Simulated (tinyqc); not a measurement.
Active against total: solid solubility of a dopant against its melt (retrograde solidus), clustering and the electrically active fraction. Computed by tinyqc, a small Python program. Command: `OMP_NUM_THREADS=1 python tinyqc.py 3027562 3027563 out.jsonl retro walk`. One thread of a shared host (Intel(R) Xeon(R) Processor @ 2.30GHz), about 0.01 s of CPU time with the checks.

Inputs (values chosen for the exercise, of the order of those of gallium in silicon for the solubility):

| quantity | value | unit |
|---|---|---|
| atoms per cluster m | 4 | - |
| cluster scale N* at 1273 K | 1.6e+20 | 1/cm^3 |
| activation energy E_b of the cluster scale | 0.36 | eV |
| anneal temperature T_a | 1225 | K |
| prefactor of n_i | 3.85e+16 | 1/(cm^3 K^1.5) |
| energy E_i in n_i | 0.606 | eV |

Clustering: clusters that take up free electrons.

Constants: k_B = 8.617333262e-05 eV/K.

Method. A highly soluble donor (another dopant than that of the solidus) is limited by clustering. Donors N_a are active, and clusters hold m atoms each: N_t = N_a + m C, m C = N* (N_a/N*)^m (n/N*)^m, each atom taking one electron, n = N_a/2 + sqrt(N_a^2/4 + n_i^2), n_i = prefactor x T^1.5 exp(-E_i/(k_B T)), with N*(T) = N*(1273 K) exp[-(E_b/k_B)(1/T - 1/1273)].

Active density (1/cm^3):

| N_t (1/cm^3) | N_a at T_a | fraction | N_a at T_a + 150 K | N_a at T_a - 150 K |
|---|---|---|---|---|
| 1.00e+19 | 1.0000e+19 | 1.00000 | 1.0000e+19 | 1.0000e+19 |
| 3.00e+19 | 2.9999e+19 | 0.99998 | 3.0000e+19 | 2.9983e+19 |
| 1.00e+20 | 9.4231e+19 | 0.94231 | 9.9322e+19 | 7.4804e+19 |
| 2.00e+20 | 1.2905e+20 | 0.64523 | 1.6393e+20 | 8.9951e+19 |
| 5.00e+20 | 1.5717e+20 | 0.31435 | 2.1269e+20 | 1.0552e+20 |
| 1.00e+21 | 1.7542e+20 | 0.17542 | 2.4026e+20 | 1.1671e+20 |
| 2.00e+21 | 1.9350e+20 | 0.09675 | 2.6642e+20 | 1.2820e+20 |
| 5.00e+21 | 2.1855e+20 | 0.04371 | 3.0184e+20 | 1.4443e+20 |

What follows from these numbers?

The exponent d ln N_a/d ln N_t falls from 1.00 to 0.13, towards 1/(2m) = 0.125. At the highest dose a 150 K hotter anneal gives 1.38 times the active density, and a later step 150 K cooler would cut it to 0.66 if it ran to equilibrium: short hot anneals come last.

Extremes, crossings and ranges named in words are read from the listed rows.
